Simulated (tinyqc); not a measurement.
Estimate of lattice thermal conductivity from elastic moduli (Slack, Klemens and Cahill formulas): one step, computed by the program tinyqc. Command: `OMP_NUM_THREADS=1 python tinyqc.py 3027336 3027337 out.jsonl slack walk`. One thread of a shared host (Intel(R) Xeon(R) Processor @ 2.30GHz), about 0.01 s of CPU time with the checks.

An isotropic solid.

Problem. Velocities, Poisson ratio and Debye temperature. rho = M/V; vL = sqrt((B + 4G/3)/rho), vT = sqrt(G/rho); v_m = [(vL^-3 + 2 vT^-3)/3]^(-1/3); Poisson ratio sigma = (3B - 2G)/(6B + 2G); Theta = hbar v_m (6 pi^2/V)^(1/3)/k_B.

Inputs (values chosen for the exercise, for a model crystal):
```
quantity            value        unit
bulk modulus B        353         GPa
shear modulus G       166         GPa
volume per atom V      12  angstrom^3
mean atomic mass M    150           u
```

Grueneisen parameter: from thermal expansion.

Constants: u = 1.6605390666e-27 kg; hbar = 1.054571817e-34 J s; k_B = 1.380649e-23 J/K.

Give: density rho; vL; vT; v_m; Poisson ratio sigma; Debye temperature Theta.

Solution.

density rho = 20757 kg/m^3

vL = 5260.2 m/s

vT = 2828.0 m/s

v_m = 3157.5 m/s

Poisson ratio sigma = 0.29673

Debye temperature Theta = 410.60 K
